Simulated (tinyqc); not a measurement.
From results back to parameters: Slater-Koster d bands of a bcc metal. Two cases, with inputs chosen for the exercise.

Problem. In a bcc d band E(t2g) = +/-((8/3) dds + (16/9) ddp + (32/9) ddd) + f2 (4 ddp + 2 ddd) and E(eg) = +/-((16/3) ddp + (8/3) ddd) + f2 (3 dds + 3 ddd), with + at Gamma and - at H = (1,0,0). ddd is given; the four levels come from hidden dds, ddp and f2.

Find: f2; dds, ddp.

Method. Half differences between Gamma and H give the first-neighbour parts and half sums the second. The eg half difference gives ddp and the t2g one dds. Since 4 ddp + 2 ddd is 3/4 of (16/3) ddp + (8/3) ddd, f2 is 4/3 of the ratio of the t2g half sum to the eg half difference; the eg half sum then serves as a check. Without ddd these four levels would not fix the three integrals.

Case 1.

Values chosen (out of a larger set: of the size met in Mo; not measured data): ddd = -0.054 eV (dd delta).

levels (eV): t2g Gamma -0.42704, eg Gamma 2.71573, t2g H 3.91785, eg H -6.84160

Solution.

f2 = 0.487

dds, ddp (eV): -1.358  0.923

Case 2.

Values chosen (out of a larger set: of the size met in Nb; not measured data): ddd = -0.06 eV (dd delta).

levels (eV): t2g Gamma -0.83447, eg Gamma 1.78142, t2g H 3.48375, eg H -5.47191

Solution.

f2 = 0.487

dds, ddp (eV): -1.203  0.710

Computed by tinyqc, one run a case: `OMP_NUM_THREADS=1 python tinyqc.py N N+1 out.jsonl` with N = 1450552, 1450581; one thread of a shared Intel(R) Xeon(R) Processor @ 2.30GHz, about 0.07 s a run at most.
